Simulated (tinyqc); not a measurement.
## Disorder and hopping from G and Sigma

Problem. In a semi-elliptic band with self-consistent Born disorder, Sigma = D G and G = 1/(z - (t^2 + D) G), z = E + i eta. Find D and t.

Inputs (values chosen for the exercise):
- eta = 0.03 eV (bare broadening)
- E = -1.844 eV (energy from the band centre)

G = -0.79948733-0.45127662i 1/eV
Im Sigma = -0.054153194 eV

Solution. D = Im Sigma/Im G, and t^2 + D = (z - 1/G)/G.

D = 0.1200 eV^2
t = 1.000 eV

Numbers from tinyqc (`OMP_NUM_THREADS=1 python tinyqc.py 2720039 2720040 out.jsonl`; about 0.01 s on one thread of a shared Intel Xeon 2.30GHz).
